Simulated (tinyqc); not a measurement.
Field length and prefactor from two substrate currents.

Inverse problem. For Em = (Vd - Vdsat)/l, Isub/Id = (Ai/Bi)(Vd - Vdsat) exp(-Bi l/(Vd - Vdsat)), and l = sqrt(3 tox xj). Find l, Ai and xj.

Parameters, values chosen for the exercise:
```
symbol  value   unit           meaning
tox        12     nm   oxide thickness
Bi       1.82  MV/cm  ionisation field
```

Isub/Id at Vd - Vdsat = 2.2 and 3 V: [0.00258215096, 0.0218299854]

Solution. ln[Isub/(Id (Vd - Vdsat))] is linear in 1/(Vd - Vdsat) with slope -Bi l.

l = 82.7 nm
Ai = 2.00e6 1/cm
xj = 190 nm

Computed by the program tinyqc: `OMP_NUM_THREADS=1 python tinyqc.py 2550121 2550122 out.jsonl`, one thread of a shared Intel Xeon 2.30GHz, about 0.01 s for the whole run.
